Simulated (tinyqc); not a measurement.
From total reverse current back to gap E_g: trap-assisted generation and recombination current of an abrupt junction. Computed by tinyqc, a small Python program. Command: `OMP_NUM_THREADS=1 python tinyqc.py 3014443 3014444 out.jsonl junctionleak inv`. One thread of a shared host (Intel(R) Xeon(R) Processor @ 2.30GHz), about 0.04 s of CPU time with the checks.

Depletion approximation, flat quasi-Fermi levels across the depleted layer, long neutral regions with minority lifetimes tau_n and tau_p, full ionisation and Boltzmann statistics. Voltages in exponents stand for e V.

Inputs (values chosen for the exercise, with bands and screening modelled on InP): electron mass m_e = 0.0778 m_0; valleys M_c = 1; hole mass m_h = 0.603 m_0; dielectric constant eps = 12.2; acceptor density N_A = 1.2e+16 cm^-3; donor density N_D = 2.5e+17 cm^-3; capture time tau_n = 1.4e-08 s; capture time tau_p = 4.7e-08 s; trap level E_t - E_i = 0 eV; electron diffusion coefficient D_n = 6.6 cm^2/s; hole diffusion coefficient D_p = 2.2 cm^2/s; reverse bias V_r = 5.2 V; temperature T = 450 K; tunnelling mass m_t = 0.14 m_0.

Field enhancement: Hurkx tunnelling factor.

Constants: k_B = 8.617333262e-05 eV/K; m_0 = 9.1093837015e-31 kg; k_B = 1.380649e-23 J/K; h = 6.62607015e-34 J s; e = 1.602176634e-19 C; eps_0 = 8.8541878128e-12 F/m; hbar = 1.054571817e-34 J s.

Method:
- N_c = 2 M_c (2 pi m_e k_B T/h^2)^(3/2) and N_v = 2 (2 pi m_h k_B T/h^2)^(3/2), masses in units of m_0.
- n_i = sqrt(N_c N_v) exp(-E_g/2 k_B T); V_bi = (k_B T/e) ln(N_A N_D/n_i^2); diffusion saturation current J_d0 = e n_i^2 [sqrt(D_n/tau_n)/N_A + sqrt(D_p/tau_p)/N_D].
- W = sqrt(2 eps eps_0 (V_bi - V)(1/N_A + 1/N_D)/e), x_p = W N_D/(N_A + N_D), x_n = W - x_p, peak field F_m = 2 (V_bi - V)/W; reverse bias means V = -V_r.
- Both capture times are divided by 1 + Gamma, Gamma = 2 sqrt(3 pi) (F/F_G) exp((F/F_G)^2), F_G = sqrt(24 m_t (k_B T)^3)/(e hbar) (the low-field Hurkx form), F being the local field, linear in x from 0 at the edges to F_m.
- Potential from the p edge: phi = (V_bi - V) x^2/(x_p W) on the p side and (V_bi - V)[1 - (W - x)^2/(x_n W)] on the n side; p = N_A exp(-phi/k_B T), n = n_i^2 exp(V/k_B T)/p; U = (n p - n_i^2)/[tau_p (n + n_i exp(dE/k_B T)) + tau_n (p + n_i exp(-dE/k_B T))], dE = E_t - E_i, n1 = n_i exp(dE/k_B T), p1 = n_i exp(-dE/k_B T); J_t = e int U dx by the trapezoid rule on 400 intervals on each side.
- Generation lifetime tau_g = tau_p exp(dE/k_B T) + tau_n exp(-dE/k_B T); textbook estimate e n_i W/tau_g; generation current J_g = -J_t; total = J_g + J_d0 (1 - exp(-V_r/k_B T)).

Task: A run gave the result below. Find the gap E_g, known to lie between 1.1 and 1.6 eV.

total reverse current = 1.770402e-05 A/cm^2

Result:

Each step takes the trial c = (a f_b - b f_a)/(f_b - f_a), f being the result less the target and a, b, c the logarithms of the listed values; c replaces end b, the old b replaces a if the sign of f changed, and otherwise f_a is halved.

Scan of the range:
```
gap E_g (eV)  total reverse current (A/cm^2)
1.10                             1.08664e-03
1.17                             4.36970e-04
1.25                             1.54554e-04
1.33                             5.47207e-05
1.41                             1.93863e-05
1.50                             6.03579e-06
1.60                             1.65154e-06
```

False position (Illinois rule, in the logarithm of the input) inside the bracket:
```
step    end a    end b    trial  total reverse current (A/cm^2)
1     1.41000  1.50000  1.42104                     1.68012e-05
2     1.41000  1.42104  1.41531                     1.80958e-05
3     1.42104  1.41531  1.41704                     1.76944e-05
4     1.41531  1.41704  1.41700                     1.77039e-05
5     1.41531  1.41700  1.41700                     1.77041e-05
6     1.41700  1.41700  1.41700                     1.77040e-05
```

Total reverse current falls at every point of a 13-point scan of the range (every second point is shown), so one value fits; it is bracketed by 1.41 and 1.50. Answer: gap E_g = 1.417 eV.
